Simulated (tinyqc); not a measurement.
What moves the results: Brillouin zone and empty-lattice bands of the fcc structure. A value that a table varies takes the place of the one given here.

Primitive vectors a (0,1/2,1/2), a (1/2,0,1/2), a (1/2,1/2,0); one atom. Reciprocal vectors obey a_i.b_j = 2 pi delta_ij; k is given in units of 2 pi/a. Empty-lattice levels are c0 (2 pi/a)^2 |k + G|^2, c0 = hbar^2/2m0. Points: X = (1, 0, 0), L = (0.5, 0.5, 0.5), K = (0.75, 0.75, 0), W = (1, 0.5, 0), U = (1, 0.25, 0.25).

Constants: hbar^2/2m0 = 3.80998211 eV angstrom^2.

Inputs chosen for the exercise (out of a larger set: lattice near that of Ag; not measured data): a = 4.084 angstrom (lattice constant).

## Electron counts at which the sphere reaches the zone

Z = V kF^3/(3 pi^2), V the volume of the primitive cell, with kF = |k| of each point.

Results:
```
point  |k| (2 pi/a)  Z per atom  EF there (eV)
X            1.0000       2.094          9.018
L            0.8660       1.360          6.764
K            1.0607       2.499         10.145
W            1.1180       2.927         11.273
U            1.0607       2.499         10.145
```

The sphere first touches the zone at L, for Z = 1.360, and covers it at W, for Z = 2.927, while the zone itself holds 2 electrons per atom. These counts do not depend on a. First contact at 1.36 (fcc) and 1.48 (bcc) is the free-electron argument for the Hume-Rothery limits of brasses.

## Empty-lattice bands from Gamma to L

k = f x L; the eight lowest levels, degenerate ones repeated.

Levels (eV):
```
f         1      2      3      4      5      6      7      8
0.000  0.00  27.05  27.05  27.05  27.05  27.05  27.05  27.05
0.167  0.19  22.73  25.74  25.74  25.74  28.74  28.74  28.74
0.333  0.75  18.79  24.80  24.80  24.80  30.81  30.81  30.81
0.500  1.69  15.22  24.24  24.24  24.24  28.74  28.74  28.74
0.667  3.01  12.02  24.05  24.05  24.05  27.05  27.05  27.05
0.833  4.70   9.21  24.24  24.24  24.24  25.74  25.74  25.74
1.000  6.76   6.76  24.80  24.80  24.80  24.80  24.80  24.80
```

Band 1 is the parabola f^2 x 6.76 eV. The next levels start from the first shell of G at 27.05 eV; a branch falls at first if its G has a component against k, and branches cross. The second level ends at 6.76 eV and meets band 1 at the zone surface.

(tinyqc, `OMP_NUM_THREADS=1 python tinyqc.py 1850051 1850052 out.jsonl`, Intel(R) Xeon(R) Processor @ 2.30GHz, 1 thread, shared host, about 0.02 s.)
